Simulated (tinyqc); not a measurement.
Inverter chain driving a load.

N inverters, each f = Hc^(1/N) times larger than the one before: delay tau N (f + pp). Switched capacitance in units of the first input, with output capacitance pp times the input: Hc + (1 + pp)(Hc - 1)/(f - 1).

Parameters, values chosen for the exercise: load over the input capacitance of the chain Hc = 61; parasitic delay of an inverter pp = 0; delay unit tau = 3.1 ps.

Inverter chain driving a load:

| N | f | delay (ps) | switched capacitance |
|---|---|---|---|
| 1 | 61.000 | 189.10 | 62.000 |
| 2 | 7.8102 | 48.424 | 69.810 |
| 3 | 3.9365 | 36.609 | 81.433 |
| 4 | 2.7947 | 34.654 | 94.432 |
| 5 | 2.2754 | 35.269 | 108.04 |
| 6 | 1.9841 | 36.904 | 121.97 |
| 7 | 1.7991 | 39.040 | 136.09 |
| 8 | 1.6717 | 41.459 | 150.32 |

The delay goes from 189 through a minimum of 34.7 (at N = 4 among the rows listed) to 41.5 ps. The best stage effort solves pp + rho (1 - ln rho) = 0, rho = 2.72, which gives N = ln Hc/ln rho = 4.11. One stage fewer than the best costs 5.6 % in delay and saves 14 % of the switched capacitance.

Program tinyqc, `OMP_NUM_THREADS=1 python tinyqc.py 2082163 2082164 out.jsonl`; Intel Xeon 2.30GHz, shared host, one thread, about 0.01 s.
